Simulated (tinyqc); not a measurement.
Stark shift: stepped quantum well by finite differences.

Finite differences on points z_i at the centres of cells of width h: H_ii = (c/h^2)(1/m_(i-1/2) + 1/m_(i+1/2)) + V_i, H_(i,i+1) = -(c/h^2)/m_(i+1/2), where m_(i+1/2) is the mean of the masses at the two points (the end values are repeated outwards), psi = 0 on the points beyond both ends, c = hbar^2/2m0. The field adds e F (z - z0) with z0 the middle of the structure; 1 kV/cm = 1e-5 eV/angstrom.

Constants: hbar^2/2m0 = 3.80998211 eV angstrom^2.

Values chosen for the exercise (out of a larger set: near those of a strained Si well in SiGe; not measured data):
```
symbol  value                                                                          unit      meaning
layers  ((30, 0.184, 0.958), (20, 0, 0.928), (30, 0.057, 0.9373), (30, 0.184, 0.958))            each layer: thickness in angstrom, band edge in eV, mass in m0
hf      0.625                                                                          angstrom  cell width of the fine grid
Fs      (0, 16.7, 33.3, 50, 66.7, 83.3, 100)                                           kV/cm     fields
```

Fine grid. Perturbation theory: dE1 = e F z_11 - beta (e F)^2 with beta = sum_j z_1j^2/(E_j - E_1) over the 13 next levels at zero field, z from z0.

Levels against field:
```
F (kV/cm)  E1 (eV)  E2 (eV)  dE1 (meV)  second order (meV)  <z - z0> (angstrom)  E2 - E1 (meV)
0           0.0338   0.0831       0.00                0.00                -11.3           49.3
16.7        0.0319   0.0841      -1.91               -1.91                -11.6           52.2
33.3        0.0299   0.0849      -3.87               -3.88                -12.0           55.0
66.7        0.0258   0.0862      -7.98               -8.04                -12.6           60.4
83.3        0.0237   0.0867     -10.09              -10.21                -12.9           63.0
100         0.0215   0.0869     -12.27              -12.45                -13.1           65.4
```

Give the missing row, F (kV/cm) = 50.0.

Computed row:
```
F (kV/cm)  E1 (eV)  E2 (eV)  dE1 (meV)  second order (meV)  <z - z0> (angstrom)  E2 - E1 (meV)
50.0        0.0279   0.0856      -5.90               -5.93                -12.3           57.7
```

z_11 = -11.26 angstrom
beta = 1199 angstrom^2/eV

The state sits -11.3 angstrom off the middle at zero field, so the shift starts linearly in F. At 100 kV/cm E1 has moved by -12.27 meV, where second order gives -12.45 meV; they differ by 1.5 % there. The electron moves by -1.9 angstrom, against the rise of the potential. E2 - E1 grows with the field; the ends are 49.3 and 65.4 meV.

(tinyqc, `OMP_NUM_THREADS=1 python tinyqc.py 1251885 1251886 out.jsonl`, Intel(R) Xeon(R) Processor @ 2.30GHz, 1 thread, shared host, about 0.01 s.)
